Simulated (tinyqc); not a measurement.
Inputs raised by 2 %, one at a time: precursor delivery and alloy composition in metal-organic vapour-phase epitaxy. Computed by tinyqc, a small Python program. Command: `OMP_NUM_THREADS=1 python tinyqc.py 3022363 3022364 out.jsonl movpe sens`. One thread of a shared host (Intel(R) Xeon(R) Processor @ 2.30GHz), about 0.01 s of CPU time with the checks.

Carrier gas leaves each bubbler saturated. Group-III species cross a boundary layer and react at the surface; element 2 can also desorb. The film is (1)_(1-x) (2)_x V with a zinc-blende cell.

Inputs (values chosen for the exercise, close to those used for AlGaAs from TMAl and TMGa):

| quantity | value | unit |
|---|---|---|
| source 1: a in log10(p/torr) = a - b/T | 8.22 | - |
| source 1: b | 2134 | K |
| source 1: bath temperature | 23 | C |
| source 1: carrier flow | 52 | sccm |
| source 2: a | 8.07 | - |
| source 2: b | 1703 | K |
| source 2: bath temperature | -1 | C |
| source 2: carrier flow | 4.1 | sccm |
| bubbler pressure p_b | 1000 | torr |
| group-V hydride flow | 25 | sccm |
| total flow | 15 | slm |
| reactor pressure p | 75 | torr |
| diffusivity D0 at 273.15 K and 760 torr | 0.35 | cm^2/s |
| boundary layer delta | 0.91 | cm |
| prefactor of the surface rate k_s | 3.7e+13 | cm/s |
| energy of k_s | 1.83 | eV |
| prefactor of the loss of element 2 | 5e+16 | layers/s |
| energy of the loss | 3.6 | eV |
| lattice constant a | 5.655 | angstrom |
| growth temperature T | 770 | C |

Constants: k_B = 1.380649e-23 J/K; k_B = 8.617333262e-05 eV/K.

Method:
- Temperatures in kelvin are T(C) + 273.15.
- Vapour pressure p_v = 10^(a - b/T); precursor flow = carrier flow x p_v/(p_b - p_v); 1 sccm = 44.615 micromol/min; V/III = hydride flow over the sum of both; gas share x_g = F2/(F1 + F2).
- Partial pressure p_i = p F_i/(44615 x total flow in slm); density n_i = p_i/(k_B T), 1 torr = 133.322 Pa; D = D0 (T/273.15)^1.75 (760/p), h = D/delta, the same for both; k_s = prefactor x exp(-energy/(k_B T)); arrival J_i = n_i/(1/h + 1/k_s); in layers per second g_i = J_i a^2/2 (two group-III sites per a^2 on (001)).
- Loss of element 2 is r x with r = prefactor x exp(-energy/(k_B T)). Then x = (g2 - r x)/(g1 + g2 - r x), or r x^2 - (g1 + g2 + r) x + g2 = 0, smaller root; growth rate G = g1/(1 - x) layers/s; one layer is a/2 thick, 1 angstrom/s = 0.36 um/h.
- Distribution coefficient = [x/(1 - x)]/[x_g/(1 - x_g)], x_g = g2/(g1 + g2).

Runs:

| input moved | from | to | solid share x | growth rate G (um/h) | distribution coefficient | V/III ratio |
|---|---|---|---|---|---|---|
| base run | - | - | 0.3261 | 2.466 | 0.9229 | 30.21 |
| source 2: carrier flow (sccm) | 4.1 | 4.182 | 0.3306 | 2.482 | 0.9234 | 30.00 |
| total flow (slm) | 15 | 15.3 | 0.3258 | 2.416 | 0.9214 | 30.21 |
| reactor pressure p (torr) | 75 | 76.5 | 0.3261 | 2.466 | 0.9229 | 30.21 |
| boundary layer delta (cm) | 0.91 | 0.9282 | 0.3258 | 2.416 | 0.9214 | 30.21 |
| prefactor of the loss of element 2 (layers/s) | 5e+16 | 5.1e+16 | 0.3258 | 2.465 | 0.9214 | 30.21 |
| prefactor of the surface rate k_s (cm/s) | 3.7e+13 | 3.774e+13 | 0.3261 | 2.466 | 0.9229 | 30.21 |

Exponents ln(y'/y) / ln(x'/x):

| input | solid share x | growth rate G | distribution coefficient | V/III ratio |
|---|---|---|---|---|
| source 2: carrier flow | 0.689 | 0.337 | 0.026 | -0.346 |
| total flow | -0.054 | -1.026 | -0.080 | 0.000 |
| reactor pressure p | 0.000 | 0.001 | 0.000 | 0.000 |
| boundary layer delta | -0.054 | -1.025 | -0.080 | 0.000 |
| prefactor of the loss of element 2 | -0.054 | -0.026 | -0.080 | 0.000 |
| prefactor of the surface rate k_s | 0.000 | 0.001 | 0.000 | 0.000 |

Among the inputs moved here: solid share x answers most in size to source 2: carrier flow (exponent +0.689), next to total flow (-0.054); its exponent is below 0.0005 for reactor pressure p, prefactor of the surface rate k_s. Growth rate G answers most in size to total flow (exponent -1.026), and about equally to boundary layer delta (-1.025). Its exponent -1.026 in total flow: more carrier dilutes the precursors at fixed delta. Its exponent +0.001 in reactor pressure p: transport control at fixed delta: n grows as p and D falls as 1/p. Distribution coefficient answers most in size to total flow (exponent -0.080), and about equally to boundary layer delta (-0.080), prefactor of the loss of element 2 (-0.080); its exponent is below 0.0005 for reactor pressure p, prefactor of the surface rate k_s. V/III ratio answers most in size to source 2: carrier flow (exponent -0.346); its exponent is below 0.0005 for total flow, reactor pressure p, boundary layer delta, prefactor of the loss of element 2, prefactor of the surface rate k_s.

Caution (all rows): trimethylaluminium is largely a dimer in the vapour, which would double its metal flow; it is counted as a monomer here. Caution (all rows): the lattice constant is held fixed as x changes, delta does not respond to the flow, both precursors share one D and k_s, and gas-phase side reactions are left out.
